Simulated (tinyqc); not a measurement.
Worked calculation: exchange-split free-electron bands and tunnelling magnetoresistance. Values are carried at full precision from step to step, so a last printed digit may differ when a step is redone from the rounded ones.

Majority and minority bands E = c k^2/m -/+ Dx/2, c = hbar^2/2m0, so k_up = sqrt(m (EF + Dx/2)/c), k_dn = sqrt(m (EF - Dx/2)/c); n_s = k_s^3/(6 pi^2), D_s = m k_s/(4 pi^2 c).

Constants: hbar^2/2m0 = 3.80998211 eV angstrom^2.

Values chosen for the exercise: EF = 4.54 eV (Fermi energy above the mean band bottom); Dx = 2.5 eV (exchange splitting); m = 0.9 m0 (mass in the electrodes); mb = 0.8 m0 (mass in the barrier); phi = 2.24 eV (barrier height above EF); d = 11.2 angstrom (barrier thickness).

## The two Fermi spheres

Give k_s, n_s, D_s, the moment per electron (n_up - n_dn)/n and three polarisations: of D, of D v and of D v^2 (v proportional to k).

k_up, k_dn (1/angstrom): [1.1695, 0.8816]

n_up, n_dn (1/angstrom^3): [0.02701, 0.01157]

D_up, D_dn (1/(eV angstrom^3)): [0.00700, 0.00527]

moment per electron = 0.4002 muB

polarisations: D 0.1404, D v 0.2753, D v^2 0.4002

The three numbers differ although they describe one band structure: each probe (density of states, ballistic current, diffusive current) weights the velocity differently.

## Transmissions

Barrier: kappa = sqrt(mb phi/c), c = hbar^2/2m0. With a = k1/m, b = k2/m, w = kappa/mb, the transmission at normal incidence is T(k1, k2) = 4 a b w^2/[w^2 (a + b)^2 + (w^2 + a^2)(w^2 + b^2) sinh^2(kappa d)]. Parallel: G_P = T(up, up) + T(dn, dn); antiparallel: G_AP = 2 T(up, dn); TMR = (G_P - G_AP)/G_AP. Julliere: TMR = 2 P^2/(1 - P^2). Slonczewski factor: P_eff = P_k (w^2 - a_up a_dn)/(w^2 + a_up a_dn), P_k = (k_up - k_dn)/(k_up + k_dn).

Evaluate kappa and the three T.

kappa = 0.6858 1/angstrom
kappa d = 7.681

T: up-up 7.199e-07, dn-dn 8.368e-07, up-dn 7.761e-07

The minority channel transmits more, by a factor 1.16; the common factor exp(-2 kappa d) is 2.13e-07.

## Magnetoresistance

From the T, and from the Julliere formula with P_k and with P_eff.

TMR from T = 0.28 %
P_k = 0.1404
P_eff = -0.0376
Julliere with P_k = 4.02 %
Julliere with P_eff = 0.28 %

The interface factor is -0.268: it reverses the sign of the tunnelling polarisation. The plain Julliere value lies 3.7 points above the result and the one with P_eff 0.00 points from it. Symmetry filtering in crystalline barriers, which gives far larger values, is outside this model.

## Checks

- TMR of a thick barrier against the Julliere formula with P_eff: both 0.002833.

Run: tinyqc, `OMP_NUM_THREADS=1 python tinyqc.py 1682591 1682592 out.jsonl`; Intel(R) Xeon(R) Processor @ 2.30GHz, one thread, shared host; about 0.01 s of CPU time with all checks.
